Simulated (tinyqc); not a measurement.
Landau-Devonshire theory of a uniaxial ferroelectric. From one set of inputs to another, one input at a time. Computed by tinyqc, a small Python program. Command: `OMP_NUM_THREADS=1 python tinyqc.py 3028845 3028846 out.jsonl ferro ladder`. One thread of a shared host (Intel(R) Xeon(R) Processor @ 2.30GHz), about 0.01 s of CPU time with the checks.

G(P) = (alpha/2) P^2 + (beta*/4) P^4 + (gamma/6) P^6 - E P per volume, SI units, one domain, P along the polar axis, which is normal to the film.

The inputs printed are set A. Set A is modelled on barium titanate; the values taken over come from a set modelled on lead titanate. Inputs not listed in the table keep their values of set A, so the rows need not describe a real material.

Inputs (values chosen for the exercise, modelled on barium titanate): alpha_0 = 697000 J m/(C^2 K); Curie-Weiss temperature T0 = 381 K; beta = -7.94e+08 J m^5/C^4; gamma = 1.58e+10 J m^9/C^6; temperature T = 321 K; misfit strain u_m = -0.018; electrostriction Q12 = -0.043 m^4/C^2; compliance s11 + s12 = 5.6e-12 m^2/N; gradient coefficient g = 2e-10 J m^3/C^2.

Sample: epitaxial film.

Constants: eps_0 = 8.8541878128e-12 F/m.

Method:
- alpha = alpha_0 (T - T0*), with clamping: T0* = T0 + 4 Q12 u_m/(alpha_0 (s11 + s12)), beta* = beta + 4 Q12^2/(s11 + s12).
- Ps^2 = [-beta* + sqrt(beta*^2 - 4 alpha gamma)]/(2 gamma).
- chi = 1/(eps_0 G''), G'' = alpha + 3 beta* P^2 + 5 gamma P^4 at Ps. Ps, chi and the coercive field are for perfect screening, without a depolarising field. The intrinsic coercive field is |alpha P + beta* P^3 + gamma P^5| at the P_c where G'' = 0. 1 C/m^2 = 100 microcoulomb/cm^2.
- With the term (g/2) (dP/dx)^2, (g/2) P'^2 = G(P) - G(Ps) across the wall: energy = int_(-Ps)^(Ps) sqrt(2 g [G(P) - G(Ps)]) dP (40 Gauss-Legendre points); width = 2 Ps over the slope at P = 0, sqrt(2 |G(Ps)|/g). Elastic coupling inside the wall is left out.

Each row keeps all changes above it:
```
input moved                               from          to  spontaneous polarisation Ps (microcoulomb/cm^2)  susceptibility chi  wall energy (mJ/m^2)
set A                                        -           -                                            42.20               51.54                 68.27
beta (J m^5/C^4)                    -794000000  -277000000                                            40.47               55.45                 61.42
compliance s11 + s12 (m^2/N)           5.6e-12     5.5e-12                                            40.59               54.64                 62.27
electrostriction Q12 (m^4/C^2)          -0.043      -0.026                                            38.59               77.10                 46.32
temperature T (K)                          321         392                                            37.21               88.84                 40.16
alpha_0 (J m/(C^2 K))                   697000      785000                                            37.18               89.10                 40.04
gradient coefficient g (J m^3/C^2)       2e-10     2.3e-10                                            37.18               89.10                 42.94
Curie-Weiss temperature T0 (K)             381         752                                            43.81               46.87                 81.97
```

Which inputs carry the difference?

Spontaneous polarisation Ps goes from 42.2 to 43.8, a factor 1.04 in all. The largest single move comes from Curie-Weiss temperature T0 (a factor 1.18), and electrostriction Q12 works against it (a factor 0.951). Susceptibility chi goes from 51.5 to 46.9, a factor 0.909 in all. The largest single move comes from Curie-Weiss temperature T0 (a factor 0.526), and electrostriction Q12 works against it (a factor 1.41). Wall energy goes from 68.3 to 82.0, a factor 1.20 in all. The largest single move comes from Curie-Weiss temperature T0 (a factor 1.91), and electrostriction Q12 works against it (a factor 0.744). The single moves hold for this order of the switches; the total does not depend on the order.

Caution (rows set A, beta, compliance s11 + s12): the strain shifts T0 by more than 500 K here, which is beyond the range where constant coefficients hold. Caution (all rows): far below T0* the expansion with linear alpha(T) is only a fit.

Extremes, crossings and ranges named in words are read from the listed rows.
